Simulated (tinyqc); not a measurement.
Changing the grain size L: grain-boundary trapping model (Seto) of a polycrystalline semiconductor film. Computed by tinyqc, a small Python program. Command: `OMP_NUM_THREADS=1 python tinyqc.py 3015872 3015873 out.jsonl poly sweep`. One thread of a shared host (Intel(R) Xeon(R) Processor @ 2.30GHz), about 0.01 s of CPU time with the checks.

Grains of equal size L are joined by thin boundaries with one trap level. Trapped carriers deplete a width W on each side and raise a barrier, crossed by thermionic emission. Dopants are fully ionised, statistics are non-degenerate and mu_g does not depend on T.

Inputs (values chosen for the exercise, modelled on polycrystalline silicon):

| quantity | value | unit |
|---|---|---|
| permittivity eps | 11.7 | - |
| effective mass m | 0.38 | m_0 |
| effective density of states at 300 K, N_c | 2.1e+19 | 1/cm^3 |
| trap density Q_t | 5e+12 | 1/cm^2 |
| trap level E_t below the band edge | 0.25 | eV |
| doping N | 3.7e+19 | 1/cm^3 |
| temperature T | 350 | K |

Grain interior: neglected.

Constants: k_B = 8.617333262e-05 eV/K; e = 1.602176634e-19 C; eps_0 = 8.8541878128e-12 F/m; m_0 = 9.1093837015e-31 kg; k_B = 1.380649e-23 J/K.

Method. N_c(T) = N_c (T/300 K)^(3/2). Filled traps Q = Q_t/(1 + (1/2) exp((E_t* - E_F)/k_B T)), where E_t* = e V_B - E_t and E_F are counted from the band edge at the grain centre. Partial depletion: Q = 2 N W, V_B = e N W^2/(2 eps eps_0), E_F = k_B T ln(N/N_c); solve for W. If that W would exceed L/2 the grain is fully depleted: W = L/2, Q = N L, and E_F follows from the trap equation. Centre density n_0 = N_c exp(E_F/k_B T). Boundary: sigma_b = L e^2 n_0 exp(-e V_B/k_B T)/sqrt(2 pi m k_B T); rho = 1/sigma_b. Mean carrier density n_av = n_0 [(1 - 2W/L) + (2W/L) (sqrt(pi)/2) erf(y)/y], y = sqrt(e V_B/k_B T); effective mobility 1/(e n_av rho).

One run for each value:

| grain size L (nm) | resistivity rho (ohm cm) | barrier V_B (V) | effective mobility (cm^2/(V s)) | depletion width W (nm) |
|---|---|---|---|---|
| 10 | 0.0016642 | 0.013059 | 103 | 0.67558 |
| 18 | 0.0009246 | 0.013059 | 184 | 0.67558 |
| 32 | 0.0005201 | 0.013059 | 326 | 0.67558 |
| 56 | 0.0002972 | 0.013059 | 569 | 0.67558 |
| 100 | 0.0001664 | 0.013059 | 1015 | 0.67558 |
| 180 | 0.0000925 | 0.013059 | 1826 | 0.67558 |
| 320 | 0.0000520 | 0.013059 | 3245 | 0.67558 |
| 560 | 0.0000297 | 0.013059 | 5678 | 0.67558 |
| 1000 | 0.0000166 | 0.013059 | 10138 | 0.67558 |

Describe and explain the trends.

Over the rows, resistivity rho (ohm cm) falls from 0.00166 to 1.66e-5 (exponent d ln y / d ln x about -1.0 throughout); barrier V_B (V) does not change; effective mobility (cm^2/(V s)) rises from 103 to 10100 (exponent d ln y / d ln x about 1.00 throughout). The exponent of barrier V_B stays at 0: partial depletion.

Caution (all rows): E_F is within 2 k_B T of the band edge, so non-degenerate statistics fail, and tunnelling through so thin a barrier adds to the current. Caution (all rows): e V_B is below 2 k_B T, where the depletion approximation fails and the mean density does not balance the trapped charge. Caution (all rows): the barrier is below 2 k_B T, so scattering inside the grains, left out here, also limits the real mobility.
